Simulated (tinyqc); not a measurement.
What moves the results: interband optics of a two-band s-p chain from momentum matrix elements. A value that a table varies takes the place of the one given here.

H(k) = [[Es - 2 ts cos ka, 2i V sin ka], [-2i V sin ka, Ep_ + 2 tp cos ka]] in the basis s, p; the lower band is full, with two electrons a cell. The velocity operator times hbar is W = dH/dk (eV angstrom); intra-atomic dipoles are left out.

With w(k) = |<c|W|v>|^2 and D(k) = Ec - Ev, on the mesh k_j = (j + 1/2)/N (2 pi/a): eps(E) = 1 + (8 pi e2/(a Ar)) mean_j (w/D^2) [1/(D - E - i eta) + 1/(D + E + i eta)], e2 = e^2/(4 pi eps0); light polarised along the chains, no local fields.

Constants: e^2/(4 pi eps0) = 14.39964547 eV angstrom; hbar^2/2m0 = 3.80998211 eV angstrom^2.

Inputs chosen for the exercise:

| symbol | value | unit | meaning |
|---|---|---|---|
| a | 4.15 | angstrom | period |
| Es | 2.24 | eV | upper orbital (s) |
| Ep_ | -3.24 | eV | lower orbital (p) |
| ts | 0.56 | eV | s-s hopping |
| tp | 0.27 | eV | p-p hopping |
| V | 0.51 | eV | s-p hopping |
| Ar | 8.4 | angstrom^2 | cross-section per chain |
| eta | 0.2 | eV | Lorentzian half width |
| E | 2.47 | eV | photon energy |

## Joint density of states against eps2

Mesh of 2000 points. J(E) = mean of (eta/pi)/((E - D)^2 + eta^2). The fourth column is J times the constant (8 pi^2 e2/(a Ar)) mean(w/D^2). R = |(sqrt(eps) - 1)/(sqrt(eps) + 1)|^2.

Spectrum:

| E (eV) | J (1/eV) | eps2 | eps2 with constant element | eps1 | R |
|---|---|---|---|---|---|
| 3.22 | 0.031 | 0.736 | 0.328 | 4.357 | 0.128 |
| 3.63 | 0.110 | 3.211 | 1.151 | 6.170 | 0.217 |
| 4.04 | 0.255 | 6.343 | 2.669 | -0.098 | 0.350 |
| 4.45 | 0.204 | 2.458 | 2.139 | -1.235 | 0.366 |
| 4.86 | 0.187 | 0.940 | 1.954 | -0.419 | 0.295 |
| 5.27 | 0.185 | 0.447 | 1.941 | 0.433 | 0.055 |
| 5.69 | 0.196 | 0.478 | 2.051 | 1.148 | 0.013 |
| 6.10 | 0.220 | 0.885 | 2.302 | 1.673 | 0.040 |
| 6.51 | 0.269 | 1.745 | 2.814 | 1.939 | 0.089 |
| 6.92 | 0.373 | 3.451 | 3.904 | 1.121 | 0.201 |
| 7.33 | 0.163 | 1.634 | 1.711 | -1.733 | 0.496 |
| 7.74 | 0.044 | 0.405 | 0.458 | -0.726 | 0.599 |

Transitions span 3.820 to 7.140 eV. Among the energies listed J peaks at 6.92 eV and eps2 at 4.04 eV. The ratio of eps2 to the constant-element value is 2.38 at 4.04 eV and 0.88 at 6.92 eV: w/D^2 is 1.228 angstrom^2 at the zone centre and 0.351 at the edge.

## Mesh against broadening

eps2 at E for three widths, and eps(0) at eta = 0; the last row is the mesh of 2000 points.

Convergence:

| N | eta = 0.03 eV | eta = 0.1 eV | eta = 0.3 eV | eps(0) |
|---|---|---|---|---|
| 4 | 0.008 | 0.028 | 0.083 | 1.8620 |
| 8 | 0.026 | 0.085 | 0.248 | 2.3895 |
| 16 | 0.028 | 0.092 | 0.267 | 2.4100 |
| 32 | 0.028 | 0.092 | 0.267 | 2.4100 |
| 64 | 0.028 | 0.092 | 0.267 | 2.4100 |
| 128 | 0.028 | 0.092 | 0.267 | 2.4100 |
| 2000 | 0.028 | 0.092 | 0.267 | 2.4100 |

The first N from which eps2 stays within 2 % of the last row is 16 for eta = 0.03, 16 for 0.1 and 16 for 0.3 eV; for eps(0) and 0.1 % it is 16. E lies outside the range of transitions, so eps2 is only the tail of the broadening and grows with eta.

## Static constant against the gap

Es takes the values listed; mesh of 400 points; the Penn-type estimate is 1 + 8 pi c e2 n_eff/(a Ar Dm^2) with Dm the f-weighted mean of D, f = w/(c D), n_eff = 2 mean(f), c = hbar^2/2m0.

Results:

| Es (eV) | smallest D (eV) | Dm (eV) | n_eff | eps(0) | estimate |
|---|---|---|---|---|---|
| 1.94 | 3.520 | 5.146 | 0.902 | 2.716 | 2.348 |
| 2.24 | 3.820 | 5.448 | 0.853 | 2.410 | 2.137 |
| 2.74 | 4.320 | 5.951 | 0.783 | 2.046 | 1.874 |
| 3.24 | 4.820 | 6.453 | 0.723 | 1.799 | 1.687 |
| 4.24 | 5.820 | 7.457 | 0.627 | 1.499 | 1.446 |
| 5.24 | 6.820 | 8.460 | 0.553 | 1.334 | 1.306 |
| 7.24 | 8.820 | 10.464 | 0.448 | 1.171 | 1.162 |

eps(0) - 1 falls from 1.716 to 0.171, as Dm^-3.25; a fixed n_eff would give the power -2, and n_eff goes from 0.902 to 0.448. The single-gap estimate is low by 21.5 % of eps(0) - 1 in the first row and 5.5 % in the last, since 1/D^2 favours the smallest separations. n_eff need not equal the 2 electrons of the cell: a two-orbital basis with chosen hoppings does not obey the free-electron sum rule.

## What moves the optical response

Mesh of 400 points; n_eff = 2 mean(w/(c D)), c = hbar^2/2m0. Each row changes one parameter from the base and keeps the others.

Results:

| case | smallest D (eV) | largest D (eV) | n_eff | eps(0) |
|---|---|---|---|---|
| base | 3.820 | 7.140 | 0.853 | 2.410 |
| a = 4.358 angstrom | 3.820 | 7.140 | 0.941 | 2.481 |
| Es = 2.54 eV | 4.120 | 7.440 | 0.810 | 2.174 |
| ts = 0.672 eV | 3.596 | 7.364 | 0.865 | 2.543 |
| V = 0.561 eV | 3.820 | 7.140 | 1.022 | 2.678 |
| Ar = 9.24 angstrom^2 | 3.820 | 7.140 | 0.853 | 2.282 |

The largest shifts from the base row, up to three for each result and ties (the steps differ in size, so this ranks the rows, not the parameters). smallest D (eV): Es +0.300, ts -0.224; unchanged at the printed digits by a, V and Ar. largest D (eV): Es +0.300, ts +0.224; unchanged at the printed digits by a, V and Ar. n_eff: V +0.168, a +0.088, Es -0.044; unchanged at the printed digits by Ar. eps(0): V +0.268, Es -0.236, ts +0.133.

tinyqc: `OMP_NUM_THREADS=1 python tinyqc.py 1682639 1682640 out.jsonl`; about 0.01 s, one thread, shared Intel(R) Xeon(R) Processor @ 2.30GHz.
